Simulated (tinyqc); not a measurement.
## Scale length and length offset from two DIBL values

Question. DIBL = exp(-Le/(2 l)) + 2 exp(-Le/l) with Le = L - dL. Find l, dL and the drawn length for a DIBL of 100 mV/V.

DIBL at drawn lengths 32 and 45 nm (mV/V): [125.90121, 41.267668]

Answer. With e = exp(-Le/(2 l)), 2 e^2 + e = DIBL gives e and so Le/l at each length; Le/l is a straight line in L with slope 1/l.

l = 6.500 nm
dL = 2.600 nm
length for 100 mV/V = 34.58 nm

tinyqc, about 0.01 s, one thread, Intel Xeon 2.30GHz (shared host): `OMP_NUM_THREADS=1 python tinyqc.py 2002094 2002095 out.jsonl`
